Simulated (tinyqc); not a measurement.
# p-n heterojunction, non-linear Poisson equation by Newton steps, Fermi-Dirac statistics: two studies

One dimension, material 1 (p-type) at x < 0 and material 2 (n-type) at x > 0. Band edges: Ec = -psi in material 1 and -psi + dEc in material 2, Ev = Ec - Eg. Flat quasi-Fermi levels: 0 for holes, +V for electrons. n = Nc F((EFn - Ec)/Vt), p = Nv F((Ev - EFp)/Vt), with F(eta) = F_1/2(eta) = (2/sqrt(pi)) int_0^infinity sqrt(u) du/(1 + exp(u - eta)) (Fermi-Dirac statistics); full ionisation, no interface charge, classical densities; the doping types are chosen for the exercise.

Parameters, values chosen for the exercise; band and dielectric values those of a made-up pair: temperature T = 300 K; band gap of material 1 Eg1 = 3.78 eV; relative permittivity of material 1 er1 = 9.57; conduction-band density of states of material 1 Nc1 = 2.68e18 cm^-3; valence-band density of states of material 1 Nv1 = 4.69e19 cm^-3; band gap of material 2 Eg2 = 3.97 eV; relative permittivity of material 2 er2 = 9.66; conduction-band density of states of material 2 Nc2 = 2.88e18 cm^-3; valence-band density of states of material 2 Nv2 = 5.46e19 cm^-3; conduction-band offset Ec2 - Ec1 dEc = 0.34 eV; acceptor density of material 1 N1 = 1.7e18 cm^-3; donor density of material 2 N2 = 4.3e16 cm^-3; bias of side 1 against side 2 V = 0.74 V.

Constants: q = 1.602176634e-19 C, kB = 1.380649e-23 J/K, Vt = kB T/q, eps0 = 8.8541878128e-14 F/cm where lengths are in cm. Results are converted to the units shown.

Each table varies one quantity; the others keep the values above.

## Effect of the bias of side 1 against side 2

Exact first integral: on each side D^2/(2 eps0 er) = G, G = q [Vt (nI_j - nI_b) + Vt (pI_j - pI_b) - C (psi_j - psi_b)], with C = -N1 or +N2, b the neutral end of that side, and nI, pI the densities with F_1/2 replaced by F_3/2(eta) = (4/(3 sqrt(pi))) int_0^infinity u^(3/2) du/(1 + exp(u - eta)). D is continuous, so er1 G1(psi_j) = er2 G2(psi_j) fixes psi_j. Ends from Nv1 F((-psi_L - Eg1)/Vt) = N1 and Nc2 F((V + psi_R - dEc)/Vt) = N2. D is counted positive when psi rises towards material 2. Depletion (Anderson) capacitance C^2 = q eps0 er1 er2 N1 N2/(2 (er1 N1 + er2 N2)(psi_R - psi_L)). -dD/dV is the change of the displacement at the interface with both quasi-Fermi levels flat; it is the terminal capacitance only while neither side holds an inversion layer. n_j and p_j are densities at the interface.

Effect of the bias of side 1 against side 2:
columns A: V (V); B: psi_R - psi_L (V); C: psi_j - psi_L (V); D: psi_R - psi_j (V); E: D/q (cm^-2); F: n_j in 1 (cm^-3); G: p_j in 2 (cm^-3); H: -dD/dV (nF/cm^2); I: depletion C (nF/cm^2)
```
A         B       C      D         E          F         G      H      I
1.2   2.726  0.1386  2.587  1.424e12  7.077e-22  3.053e18  9.074  32.46
0.6   3.326  0.1444  3.182  1.460e12  7.370e-32  2.450e18  10.14  29.39
0     3.926  0.1510  3.775  1.500e12  7.933e-42  1.902e18  11.36  27.05
-0.6  4.526  0.1587  4.367  1.545e12  8.880e-52  1.419e18  12.73  25.19
-1.2  5.126  0.1675  4.959  1.595e12  1.040e-61  1.012e18  14.17  23.67
-1.8  5.726  0.1776  5.548  1.651e12  1.277e-71  6.872e17  15.54  22.40
-2.4  6.326  0.1889  6.137  1.711e12  1.647e-81  4.445e17  16.66  21.31
-3    6.926  0.2013  6.725  1.775e12  2.216e-91  2.754e17  17.42  20.37
```

As V goes from 1.2 to -3, the total bending rises from 2.73 to 6.93 V and the sheet charge D/q rises from 1.42e12 to 1.78e12 cm^-2; the share of the bending in material 1 falls from 5.08 to 2.91 %. The capacitance departs most from the depletion formula at V = 1.2, where it is 72 % below it, and there the holes at the interface in material 2 outnumber its donors: an inversion layer has formed, which screens D from the bias.

## Effect of the acceptor density of material 1

Same model as above.

Results:
columns A: N1 (cm^-3); B: psi_R - psi_L (V); C: psi_j - psi_L (V); D: psi_R - psi_j (V); E: D/q (cm^-2); F: n_j in 1 (cm^-3); G: p_j in 2 (cm^-3); H: -dD/dV (nF/cm^2); I: depletion C (nF/cm^2)
```
A           B       C      D         E          F         G      H      I
8.5e16  3.108   1.059  2.049  9.638e11  7.779e-13     53.04  25.26  25.05
2e17    3.130  0.5749  2.556  1.078e12  2.427e-21  1.700e10  28.04  27.81
4.7e17  3.153  0.2882  2.864  1.142e12  1.574e-26  2.621e15  29.33  29.25
1.1e18  3.175  0.1625  3.012  1.261e12  5.191e-29  7.907e17  16.51  29.88
6.1e18  3.220  0.1255  3.094  2.531e12  2.153e-30  1.716e19  3.755  30.14
1.4e19  3.243  0.1223  3.121  3.758e12  7.806e-31  4.071e19  2.467  30.10
3.4e19  3.270  0.1208  3.149  5.752e12  2.615e-31  8.950e19  1.732  30.00
```

Estimate the missing row, N1 = 2.6e18 cm^-3.

Computed row:
columns A: N1 (cm^-3); B: psi_R - psi_L (V); C: psi_j - psi_L (V); D: psi_R - psi_j (V); E: D/q (cm^-2); F: n_j in 1 (cm^-3); G: p_j in 2 (cm^-3); H: -dD/dV (nF/cm^2); I: depletion C (nF/cm^2)
```
A           B       C      D         E          F         G      H      I
2.6e18  3.197  0.1337  3.063  1.722e12  7.124e-30  5.585e18  6.680  30.11
```

With this row back in the table: As N1 goes from 8.5e16 to 3.4e19, the total bending rises from 3.11 to 3.27 V and the sheet charge D/q rises from 9.64e11 to 5.75e12 cm^-2; the share of the bending in material 1 falls from 34.1 to 3.69 %. The capacitance departs most from the depletion formula at N1 = 3.4e19, where it is 94 % below it, and there the holes at the interface in material 2 outnumber its donors: an inversion layer has formed, which screens D from the bias. For N1 = 3.4e19 the carriers at the interface are degenerate and confined to a layer thin enough for quantisation, which is left out.

Computed by the program tinyqc: `OMP_NUM_THREADS=1 python tinyqc.py 2040111 2040112 out.jsonl`, one thread of a shared Intel Xeon 2.30GHz, about 0.4 s for the whole run.
